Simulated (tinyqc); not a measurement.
One-sided p+-n junction, ionisation integral and breakdown: two steps of the calculation.

A p+ layer at x < 0 and an n drift layer from x = 0. Depletion approximation, built-in voltage neglected. Local ionisation coefficients alpha_n = an exp(-(bn/E)^mx), alpha_p = ap exp(-(bp/E)^mx). Electrons move towards +x, holes towards x = 0.

Values chosen for this exercise; material values close to those of gallium nitride: relative permittivity eps_r = 9.59; prefactor of the electron ionisation coefficient an = 2.97e8 1/cm; field constant for electrons bn = 3.59e7 V/cm; prefactor of the hole ionisation coefficient ap = 1.35e8 1/cm; field constant for holes bp = 2.11e7 V/cm; exponent mx = 1; donor density of the drift layer N = 1.4e17 cm^-3; reverse voltage V = 188 V; share of the depleted width that the grid covers fr = 0.5.

Constants: q = 1.602176634e-19 C, eps0 = 8.8541878128e-14 F/cm where lengths are in cm. Results are converted to the units shown.

Question 1. Field and ionisation coefficients on a grid. W = sqrt(2 eps0 eps_r V/(q N)), peak field E0 = q N W/(eps0 eps_r), falling linearly to 0 at W. Grid: 10 equal steps from 0 to fr W.

Give: W; x; E; alpha_n; alpha_p.

Answer 1.

W = 1.1930 um

| point | x (um) | E (kV/cm) | alpha_n (1/cm) | alpha_p (1/cm) |
|---|---|---|---|---|
| 0 | 0.00000 | 3151.6 | 3354.8 | 1.6700e5 |
| 1 | 0.05965 | 2994.0 | 1842.0 | 1.1740e5 |
| 2 | 0.11930 | 2836.4 | 946.23 | 79368 |
| 3 | 0.17896 | 2678.8 | 449.43 | 51240 |
| 4 | 0.23861 | 2521.3 | 194.49 | 31319 |
| 5 | 0.29826 | 2363.7 | 75.274 | 17927 |
| 6 | 0.35791 | 2206.1 | 25.439 | 9475.3 |
| 7 | 0.41757 | 2048.5 | 7.2754 | 4540.2 |
| 8 | 0.47722 | 1891.0 | 1.6889 | 1924.4 |
| 9 | 0.53687 | 1733.4 | 0.30065 | 697.84 |
| 10 | 0.59652 | 1575.8 | 0.037896 | 206.58 |

Question 2. Ionisation integrals by the trapezoid rule. G(x) = integral from 0 to x of (alpha_n - alpha_p); I_n = integral of alpha_n exp(-G) (electrons injected at x = 0), I_p = integral of alpha_p exp(G(end) - G) (holes injected at the far edge); M = 1/(1 - I). All integrals by the trapezoid rule on the grid.

| point | x (um) | alpha_n (1/cm) | alpha_p (1/cm) |
|---|---|---|---|
| 0 | 0.00000000 | 3354.8443 | 1.6699986e5 |
| 1 | 0.05965246 | 1842.0420 | 1.1740419e5 |
| 2 | 0.11930493 | 946.22924 | 79368.373 |
| 3 | 0.17895739 | 449.42532 | 51239.763 |
| 4 | 0.23860985 | 194.49183 | 31319.275 |
| 5 | 0.29826232 | 75.273888 | 17927.107 |
| 6 | 0.35791478 | 25.438616 | 9475.3280 |
| 7 | 0.41756724 | 7.2754167 | 4540.2088 |
| 8 | 0.47721970 | 1.6889482 | 1924.4398 |
| 9 | 0.53687217 | 0.30064787 | 697.84056 |
| 10 | 0.59652463 | 0.037895557 | 206.58484 |

Wanted: G; alpha_n exp(-G); I_n; I_p; M_n; M_p.

Answer 2.

| point | G | alpha_n exp(-G) (1e3 1/cm) |
|---|---|---|
| 0 | 0.000 | 3.355 |
| 1 | -0.833 | 4.236 |
| 2 | -1.411 | 3.881 |
| 3 | -1.797 | 2.710 |
| 4 | -2.041 | 1.497 |
| 5 | -2.187 | 0.671 |
| 6 | -2.269 | 0.246 |
| 7 | -2.310 | 0.073 |
| 8 | -2.330 | 0.017 |
| 9 | -2.337 | 0.003 |
| 10 | -2.340 | 0.000 |

I_n = 0.08955
I_p = 0.8931
M_n = 1.098
M_p = 9.351

Numbers from tinyqc (`OMP_NUM_THREADS=1 python tinyqc.py 2120042 2120043 out.jsonl`; about 0.05 s on one thread of a shared Intel Xeon 2.30GHz).
